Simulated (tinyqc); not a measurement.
From results to parameters: two-site tight-binding chain. Computed by the program tinyqc.

Problem. A two-site chain has site energies +delta (A) and -delta (B) and hoppings t1 > t2 > 0, so E = +/- sqrt(delta^2 + |t1 + t2 exp(-ika)|^2). Find delta, t1 and t2.

upper band at k = 0 = 2.584976 eV
upper band at the zone edge = 1.869465 eV
weight of the upper band on site A at the zone edge = 0.887811

Solution. The weight on A is (1 + delta/E)/2, which gives delta; then t1 + t2 = sqrt(E(0)^2 - delta^2) and t1 - t2 = sqrt(E(edge)^2 - delta^2).

delta, t1, t2 (eV): 1.450  1.660  0.480
